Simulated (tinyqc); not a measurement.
Reflectance across the plasma edge: free-carrier optics of a doped semiconductor (Drude model with one polar phonon).

eps(E) = ei [1 - Ep^2/(E^2 + i E Gam)] + (es - ei) wT^2/(wT^2 - E^2 - i E gT), with Ep^2 = 8 pi c (e^2/(4 pi eps0)) N/(m ei), c = hbar^2/2m0, N in 1/angstrom^3 (1e-24 per 1/cm^3); Gam = hbar/tau, tau = mu m m0/e with m0/e = 5.685630e-12 kg/C and mu in m^2/(V s). Energies in meV.

n + i k = sqrt(eps1 + i eps2) with k >= 0; R = ((n - 1)^2 + k^2)/((n + 1)^2 + k^2) at normal incidence from vacuum; alpha = 2 E k/(hbar c), times 1e8 for 1/cm; loss function Im(-1/eps) = eps2/(eps1^2 + eps2^2).

Constants: hbar^2/2m0 = 3.80998211 eV angstrom^2; e^2/(4 pi eps0) = 14.39964547 eV angstrom; hbar = 6.58211957e-16 eV s; hbar c = 1973.269805 eV angstrom.

Inputs chosen for the exercise (mass and dielectric values near those of GaAs; N and mu are free inputs; interband absorption and the rise of the mass with filling are left out; the results hold for these values, not for the real material):

| symbol | value | unit | meaning |
|---|---|---|---|
| N | 6.2e+17 | 1/cm^3 | carrier density |
| m | 0.0693 | m0 | conductivity mass |
| mu | 1600 | cm^2/(V s) | mobility |
| ei | 10.61 |  | high-frequency dielectric constant |
| wT | 33.8 | meV | TO phonon |
| es | 12.73 |  | static dielectric constant |
| gT | 0.2 | meV | phonon damping |

Spectrum:

| E (meV) | eps1 | eps2 | R | alpha (1/cm) |
|---|---|---|---|---|
| 3.4 | -89.56 | 314.19 | 0.875 | 4.97e+03 |
| 10.2 | -44.96 | 59.27 | 0.815 | 7.99e+03 |
| 17.0 | -17.55 | 19.05 | 0.736 | 8.03e+03 |
| 23.9 | -3.29 | 7.96 | 0.493 | 5.91e+03 |
| 29.0 | 5.66 | 4.83 | 0.245 | 2.77e+03 |
| 34.1 | -106.00 | 38.77 | 0.937 | 3.62e+04 |
| 37.5 | -6.70 | 2.53 | 0.790 | 1.00e+04 |
| 42.6 | 0.60 | 1.62 | 0.117 | 3.24e+03 |
| 51.1 | 4.43 | 0.94 | 0.133 | 1.15e+03 |
| 68.2 | 7.33 | 0.40 | 0.212 | 510 |
| 102.3 | 9.18 | 0.12 | 0.254 | 205 |
| 170.5 | 10.10 | 0.03 | 0.272 | 70.7 |

Ep = 34.1 meV and Gam = 10.4 meV. R is 0.875 at the lowest energy and lowest, 0.117, at 42.6 meV of those listed; without damping and phonon it would vanish at Ep sqrt(ei/(ei - 1)) = 35.8 meV. At the highest energy R is 0.272, against 0.281 for ei alone. Between the last two rows alpha goes as E^-2.08, where the Drude limit far above Ep and Gam is E^-2. The phonon adds its own band of high reflectance between wT = 33.8 meV and about wL = 37.0 meV, which the rows may miss.

Run: tinyqc, `OMP_NUM_THREADS=1 python tinyqc.py 1681079 1681080 out.jsonl`; Intel(R) Xeon(R) Processor @ 2.30GHz, one thread, shared host; about 0.01 s of CPU time with all checks.
